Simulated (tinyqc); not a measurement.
Ideality, saturation current and resistance from three points.

Problem. Well above the saturation current a diode obeys V = n Vt ln(I/I0) + I Rs. Find n, Rs and I0.

Inputs (values chosen for the exercise): temperature T = 300 K.

Constants: q = 1.602176634e-19 C, kB = 1.380649e-23 J/K, Vt = kB T/q. Results are converted to the units shown.

currents (A): 3e-6  0.0001  0.02
voltages (V): 0.46475640  0.56003460  0.72315830

Solution. V is linear in the three unknowns n Vt, Rs and -n Vt ln I0, so three points give a linear system.

n = 1.050
Rs = 0.9700 ohm
I0 = 1.100e-13 A

Computed by the program tinyqc: `OMP_NUM_THREADS=1 python tinyqc.py 2260028 2260029 out.jsonl`, one thread of a shared Intel Xeon 2.30GHz, about 0.01 s for the whole run.
